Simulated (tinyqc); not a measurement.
Deep trap from a strong local potential in a two-band host (Koster-Slater model with semi-elliptic bands). The Green function across the gap. Computed by tinyqc, a small Python program. Command: `OMP_NUM_THREADS=1 python tinyqc.py 3023005 3023006 out.jsonl deeptrap sweep`. One thread of a shared host (Intel(R) Xeon(R) Processor @ 2.30GHz), about 0.02 s of CPU time with the checks.

The valence band spans -2 W_v to 0 and the conduction band E_g to E_g + 2 W_c. The orbital at the impurity site has weight f_v in the valence band and 1 - f_v in the conduction band, each spread as a semi-ellipse (2/(pi W^2)) sqrt(W^2 - x^2) about the band centre. The impurity adds U to this orbital. Spin is left out.

Inputs (values chosen for the exercise, for a model semiconductor): gap E_g = 3.3 eV; half-width of the valence band W_v = 4.7 eV; half-width of the conduction band W_c = 5.4 eV; valence weight f_v of the site orbital = 0.47.

Impurity: repulsive, acceptor-like.

Method. In the gap G(E) = f_v (2/W_v^2)[x - sqrt(x^2 - W_v^2)] - (1 - f_v)(2/W_c^2)[y - sqrt(y^2 - W_c^2)], x = E + W_v, y = E_g + W_c - E. The potential that would put a level at E is U = 1/G(E).

One run for each value:
```
trial energy E (eV)  G(E) (1/eV)  valence part (1/eV)  conduction part (1/eV)
0.132                   0.088240              0.15788                -0.06964
0.469                   0.055016              0.12841                -0.07339
0.807                   0.034554              0.11221                -0.07766
1.140                   0.018522              0.10101                -0.08248
1.820                  -0.009972              0.08515                -0.09513
2.160                  -0.024345              0.07928                -0.10362
2.490                  -0.039847              0.07442                -0.11427
2.830                  -0.059638              0.07008                -0.12972
3.170                  -0.091412              0.06628                -0.15769
```

Give the missing row, trial energy E (eV) = 1.480.

Computed row:
```
trial energy E (eV)  G(E) (1/eV)  valence part (1/eV)  conduction part (1/eV)
1.480                   0.003981              0.09222                -0.08824
```

Interpolating between the two neighbouring rows (the first column on a logarithmic scale, the others too where they are positive) misses most in G(E) (1/eV), by 34 %. Over the rows, G(E) (1/eV) falls from 0.0882 to -0.0914; valence part (1/eV) falls from 0.158 to 0.0663 (exponent d ln y / d ln x -0.16 between the first rows and -0.49 between the last); conduction part (1/eV) falls from -0.0696 to -0.158 (exponent d ln y / d ln x 0.041 between the first rows and 1.7 between the last). G falls with E everywhere in the gap, so each U = 1/G gives at most one level there: repulsive where G > 0, attractive where G < 0. G vanishes between 1.48 and 1.82 eV, the vacancy level.

Extremes, crossings and ranges named in words are read from the listed rows.
